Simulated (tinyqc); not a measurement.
Transient enhanced diffusion after implantation: plus-n interstitials, dissolving clusters and loss to the surface: one step, computed by the program tinyqc.

The implant leaves n Q interstitials in clusters at depth R_p. While clusters last they hold the free interstitials at a supersaturation S = C_I/C_I*; interstitials drain to the surface, and the part f_I of the dopant diffusion that uses interstitials speeds up in proportion to S.

Task: Duration and total effect at this temperature. The clusters last tau = n Q/J. If they dissolve fully at this T, the extra budget is (D/D* - 1) D* tau.

Inputs (values chosen for the exercise, modelled on arsenic in silicon): implant dose Q = 1.2e+14 1/cm^2; interstitials kept per ion n = 2; anneal (peak) temperature T = 925 C.

Anneal: spike.

flux J = 1.262516e+13 1/(cm^2 s)

enhancement D/D* = 43.96552

equilibrium diffusivity D* = 1.456518e-16 cm^2/s

Give: duration tau; extra budget if complete.

Result:

duration tau = 19.010 s

extra budget if complete = 1.1896e-13 cm^2
